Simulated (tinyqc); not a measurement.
Frequency dispersion of an accumulation capacitance by border traps, distributed model: effect of the decay constant of the wave function in the insulator.

Traps spread evenly through the insulator exchange electrons with the semiconductor by tunnelling, with tau(x) = t0 exp(2 ka x) at depth x from the interface. The admittance per area Y seen at depth x obeys dY/dx = -Y^2/(i w eps0 eox) + q Nb ln(1 + i w tau)/tau, with Y(0) = i w Cs and w = 2 pi f; the gate sees Y(tox) = G + i w C. Working variable y = Y/(i w), in uF/cm^2. Cox = eps0 eox/tox.

Cox; trap-free value 1/(1/Cox + 1/Cs); response depth d = ln(1/(w t0))/(2 ka), where w tau = 1; lumped estimate: all traps within d act as C_bt = q Nb d placed at d/2, so C = 1/{1/[1/(1/Cs + d/(2 eps0 eox)) + C_bt] + (tox - d/2)/(eps0 eox)}. C and G from a fine integration; dispersion -d C/d log10 f over C, from f times and over 1.1. For a broad spread of time constants G/w is close to -(pi/2) dC/d ln w.

Parameters, values chosen for the exercise; permittivity close to that of silicon dioxide:
```
symbol,value,unit,meaning
eox,4.08,,relative permittivity of the insulator
tox,6.9,nm,insulator thickness
Cs,0.56,uF/cm^2,semiconductor capacitance in accumulation
Nb,2e19,cm^-3 eV^-1,density of border traps
t0,2e-11,s,time constant of a trap at the interface
f,1000,Hz,frequency
```

Constants: q = 1.602176634e-19 C, eps0 = 8.8541878128e-14 F/cm where lengths are in cm. Results are converted to the units shown.

The same in every row: trap-free C (uF/cm^2) = 0.2706.

Results:
```
ka (1/nm)  d (nm)  C (uF/cm^2)  G/w (uF/cm^2)  dispersion (% a decade)  -(pi/2) dC/d ln w (uF/cm^2)  lumped C (uF/cm^2)
2.5         3.178       0.5063        0.02637                    7.602                      0.02626              0.4648
3.2         2.483       0.4481        0.01771                    5.778                      0.01766              0.4243
3.9         2.037       0.4148        0.01356                    4.784                      0.01354              0.3987
5.3         1.499       0.3769       0.009504                    3.693                     0.009494              0.3675
6           1.324       0.3649       0.008342                    3.348                     0.008335              0.3572
6.7         1.186       0.3555       0.007461                    3.074                     0.007456              0.3489
7.4         1.074       0.3478       0.006766                    2.849                     0.006761              0.3421
```

Estimate the missing row, ka = 4.6 1/nm.

Computed row:
```
ka (1/nm)  d (nm)  C (uF/cm^2)  G/w (uF/cm^2)  dispersion (% a decade)  -(pi/2) dC/d ln w (uF/cm^2)  lumped C (uF/cm^2)
4.6         1.727       0.3927        0.01112                    4.146                      0.01111              0.3808
```

With this row back in the table: As ka goes from 2.5 to 7.4, C falls from 0.506 to 0.348 uF/cm^2, the dispersion falls from 7.60 to 2.85 % a decade and G/w falls from 0.0264 to 0.00677 uF/cm^2. The lumped estimate is 8.2 % below C in the first row and 1.6 % below it in the last.

Program tinyqc, `OMP_NUM_THREADS=1 python tinyqc.py 2202192 2202193 out.jsonl`; Intel Xeon 2.30GHz, shared host, one thread, about 0.5 s.
